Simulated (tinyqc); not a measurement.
Inductance and parasitic capacitance from two readings.

Problem. A loss-free coil L in parallel with C shows the apparent inductance L/(1 - w^2 L C), w = 2 pi f. Find L, C and the self-resonance 1/(2 pi sqrt(L C)).

apparent inductance at 12 and 18 GHz (nH): [1.4792673, 2.5997011]

Answer. The inverse of the reading is 1/L - w^2 C, a straight line in w^2.

L = 1.100 nH
C = 41.00 fF
self-resonance = 23.70 GHz

Computed by the program tinyqc: `OMP_NUM_THREADS=1 python tinyqc.py 2302207 2302208 out.jsonl`, one thread of a shared Intel Xeon 2.30GHz, about 0.01 s for the whole run.
